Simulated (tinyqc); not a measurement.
Strain dependence: valley-orbit splitting of a donor ground state, with strain. Computed by tinyqc, a small Python program. Command: `OMP_NUM_THREADS=1 python tinyqc.py 3022751 3022752 out.jsonl valleyorbit walk`. One thread of a shared host (Intel(R) Xeon(R) Processor @ 2.30GHz), about 0.01 s of CPU time with the checks.

The basis is the 1s envelope in each valley; energies are counted from the unstrained conduction-band edge. The strain is e_s (a a^T - 1/3) for the unit stress axis a, so valley j along n_j moves by Xi_u e_s w_j with w_j = (n_j.a)^2 - 1/3: +1/3 for [111] and [-1-11], -1/3 for the others.

Inputs (values chosen for the exercise, modelled on donors in germanium): single-valley binding energy E_0 = 9.99 meV; central-cell shift Lambda = 0.45 meV; coupling Delta_1 = 0.089 meV; shear deformation potential Xi_u = 16.6 eV; shear strain e_s = 0.00024.

Valleys: four along <111>. Stress axis: [110].

Method:
- By symmetry: E(A1) = E_0 + Lambda + 3 Delta_1 (one state), E(T2) = E_0 + Lambda - Delta_1 (three), as binding energies.
- H_jj = -(E_0 + Lambda) + Xi_u e_s w_j; H_jk = -Delta_1 between any two valleys.
- The contact hyperfine ratio is A/A_0 = (sum_j c_j)^2/(number of valleys), c_j the valley amplitudes of the ground state; binding from the lowest valley edge.

E(A1) = 10.707 meV

Against strain:
```
e_s        Xi_u e_s (w_max - w_min) (meV)  binding (meV)  gap to next level (meV)    A/A_0
-0.001900                         -21.027         10.531                  0.17951  0.50846
-0.000720                          -7.968         10.533                  0.18197  0.52232
-0.000240                          -2.656         10.541                  0.18988  0.56642
-0.000072                          -0.797         10.567                  0.21596  0.70396
0.000072                            0.797         10.567                  0.21596  0.70396
0.000240                            2.656         10.541                  0.18988  0.56642
0.000720                            7.968         10.533                  0.18197  0.52232
0.001900                           21.027         10.531                  0.17951  0.50846
```

A/A_0 falls for either sign of strain, to 0.508 and 0.508 at the ends; its limits are the shares of the valleys that end up lowest, 2/4 under compression and 2/4 under tension. Near zero strain A/A_0 changes in second order, the binding in first. The binding energy drops from 10.71 meV to 10.53 and 10.53 meV, since fewer valleys share the valley-orbit gain.

Extremes, crossings and ranges named in words are read from the listed rows.
